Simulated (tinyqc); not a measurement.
Inside a calculation. Method: CIS on RHF in the sto-3g basis, for BeH2, spin multiplicity 1. One step of it, computed by the program tinyqc.

Task: CIS matrix, singlets. A(ia,jb) = (e_a - e_i) d_ij d_ab + 2 (ia|jb) - (ij|ab).

orbital energies (hartree): MO1 -4.517107, MO2 -0.472379, MO3 -0.439161, MO4 0.209290, MO5 0.209290, MO6 0.501451, MO7 1.061718

Two-electron integrals over orbitals (pq|rs), unique and non-zero (hartree):
```
(11|11) 2.271413    (21|11) -0.205888   (21|21) 0.028599    (22|11) 0.502005
(22|21) -0.007346   (22|22) 0.408317    (31|31) 0.006557    (32|31) 0.015734
(32|32) 0.165976    (33|11) 0.473689    (33|21) -0.003042   (33|22) 0.421808
(33|33) 0.444769    (41|41) 0.015768    (42|41) 0.015500    (42|42) 0.050520
(43|43) 0.015526    (44|11) 0.569167    (44|21) -0.008456   (44|22) 0.375666
(44|33) 0.364375    (44|44) 0.449859    (51|51) 0.015768    (52|51) 0.015500
(52|52) 0.050520    (53|53) 0.015526    (54|54) 0.024249    (55|11) 0.569167
(55|21) -0.008456   (55|22) 0.375666    (55|33) 0.364375    (55|44) 0.401360
(55|55) 0.449859    (61|11) -0.171485   (61|21) 0.024518    (61|22) -0.007132
(61|33) -0.004637   (61|44) -0.004161   (61|55) -0.004161   (61|61) 0.021354
(62|11) 0.098764    (62|21) -0.006885   (62|22) -0.029222   (62|33) -0.051601
(62|44) 0.045699    (62|55) 0.045699    (62|61) -0.003080   (62|62) 0.075906
(63|31) -0.003880   (63|32) -0.096487   (63|63) 0.083108    (64|41) 0.016256
(64|42) 0.047647    (64|64) 0.051130    (65|51) 0.016256    (65|52) 0.047647
(65|65) 0.051130    (66|11) 0.479555    (66|21) -0.006308   (66|22) 0.404827
(66|33) 0.415773    (66|44) 0.372317    (66|55) 0.372317    (66|61) -0.005591
(66|62) -0.038816   (66|66) 0.418314    (71|31) 0.011952    (71|32) 0.021372
(71|63) -0.003193   (71|71) 0.022416    (72|31) 0.002870    (72|32) -0.046700
(72|63) 0.061091    (72|71) 0.006691    (72|72) 0.056513    (73|11) 0.133563
(73|21) -0.005621   (73|22) -0.009511   (73|33) -0.024271   (73|44) 0.053990
(73|55) 0.053990    (73|61) -0.002947   (73|62) 0.071016    (73|66) -0.030196
(73|73) 0.080634    (74|43) 0.013900    (74|74) 0.016278    (75|53) 0.013900
(75|75) 0.016278    (76|31) 0.012005    (76|32) 0.143756    (76|63) -0.097527
(76|71) 0.016162    (76|72) -0.059273   (76|76) 0.142469    (77|11) 0.588370
(77|21) -0.009674   (77|22) 0.439294    (77|33) 0.458728    (77|44) 0.395921
(77|55) 0.395921    (77|61) -0.009170   (77|62) -0.044985   (77|66) 0.445545
(77|73) -0.018878   (77|77) 0.502469
```

Give: CIS matrix A, singlet.

Result:

CIS matrix A, singlet (hartree):
```
       1>4    1>5     1>6     1>7    2>4    2>5     2>6     2>7
1>4  4.189  0.000   0.000   0.000  0.039  0.000   0.000   0.000
1>5  0.000  4.189   0.000   0.000  0.000  0.039   0.000   0.000
1>6  0.000  0.000   4.582   0.000  0.000  0.000   0.000   0.000
1>7  0.000  0.000   0.000   5.035  0.000  0.000   0.000   0.023
2>4  0.039  0.000   0.000   0.000  0.407  0.000   0.000   0.000
2>5  0.000  0.039   0.000   0.000  0.000  0.407   0.000   0.000
2>6  0.000  0.000   0.000   0.000  0.000  0.000   0.721   0.000
2>7  0.000  0.000   0.000   0.023  0.000  0.000   0.000   1.208
3>4  0.000  0.000   0.000   0.000  0.000  0.000   0.000   0.000
3>5  0.000  0.000   0.000   0.000  0.000  0.000   0.000   0.000
3>6  0.000  0.000   0.000  -0.018  0.000  0.000   0.000  -0.022
3>7  0.000  0.000  -0.018   0.000  0.000  0.000  -0.002   0.000

       3>4    3>5     3>6     3>7
1>4  0.000  0.000   0.000   0.000
1>5  0.000  0.000   0.000   0.000
1>6  0.000  0.000   0.000  -0.018
1>7  0.000  0.000  -0.018   0.000
2>4  0.000  0.000   0.000   0.000
2>5  0.000  0.000   0.000   0.000
2>6  0.000  0.000   0.000  -0.002
2>7  0.000  0.000  -0.022   0.000
3>4  0.315  0.000   0.000   0.000
3>5  0.000  0.315   0.000   0.000
3>6  0.000  0.000   0.691   0.000
3>7  0.000  0.000   0.000   1.203
```
